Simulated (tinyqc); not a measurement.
Levels against anisotropy: donor in an ellipsoidal valley (Kohn-Luttinger variational method). Computed by tinyqc, a small Python program. Command: `OMP_NUM_THREADS=1 python tinyqc.py 3028911 3028912 out.jsonl kohnlutt walk`. One thread of a shared host (Intel(R) Xeon(R) Processor @ 2.30GHz), about 0.03 s of CPU time with the checks.

H = -(d^2/dx^2 + d^2/dy^2) - gamma d^2/dz^2 - 2/r in units built on m_t, with gamma = m_t/m_l and z along the valley axis. One valley; no valley-orbit or central-cell term.

Inputs (values chosen for the exercise, for a model semiconductor): transverse mass m_t = 0.131 m_0; longitudinal mass m_l = 0.373 m_0; dielectric constant eps = 17.1.

Constants: Ry = 13.605693123 eV; a_0 = 0.529177210903 angstrom.

Method:
- Ry* = Ry m_t/eps^2, a* = a_0 eps/m_t, gamma = m_t/m_l.
- Trial function exp(-sqrt((x^2 + y^2)/a^2 + z^2/b^2)) with beta = b/a < 1: E = t/a^2 - u/a, t = (2 + gamma/beta^2)/3, u = 2 arcsin(sqrt(1 - beta^2))/sqrt(1 - beta^2); the best a is 2 t/u and E(beta) = -u^2/(4 t).
- The trial energy is minimised over beta by golden section from 0.05 to 0.999, 60 steps.
- Gaussian basis: g = P exp(-al (x^2 + y^2) - be z^2) with P = 1 (s-like), z (2p0) or x (2p+-); al = 0.004 x 2.6^k, k = 0..11, and be/al = 1, gamma^(-1/2) or 1/gamma (36 functions); 1/r = (2/sqrt(pi)) int exp(-t^2 r^2) dt by 48 Gauss-Legendre points after t = sqrt(al_i + al_j) tan(theta); overlap eigenvalues below 1e-10 are dropped.

gamma = 0.351206

Binding energies (Ry*):

| gamma | 1s, trial | 1s, Gaussians | 2p0 | 2p+- |
|---|---|---|---|---|
| 0.088 | 1.8858 | 1.8925 | 0.83158 | 0.35167 |
| 0.180 | 1.6193 | 1.6220 | 0.61540 | 0.32657 |
| 0.350 | 1.3713 | 1.3720 | 0.44738 | 0.29939 |
| 0.500 | 1.2411 | 1.2414 | 0.37111 | 0.28339 |
| 0.530 | 1.2202 | 1.2204 | 0.35957 | 0.28070 |
| 0.710 | 1.1168 | 1.1168 | 0.30548 | 0.26684 |
| 0.900 | 1.0354 | 1.0354 | 0.26618 | 0.25524 |

As gamma falls from 0.9 to 0.088, 1s deepens from 1.035 to 1.892 Ry*, on the way from the hydrogen value 1 to the two-dimensional limit 4; 2p+- moves from 0.255 to 0.352 (limits 1/4 and 4/9), while 2p0 climbs from 0.266 to 0.832 and joins 1s as gamma tends to 0. Near gamma = 1 the trial function is almost exact and can pass the Gaussian basis, whose own error is about 3e-5 Ry*.

Extremes, crossings and ranges named in words are read from the listed rows.
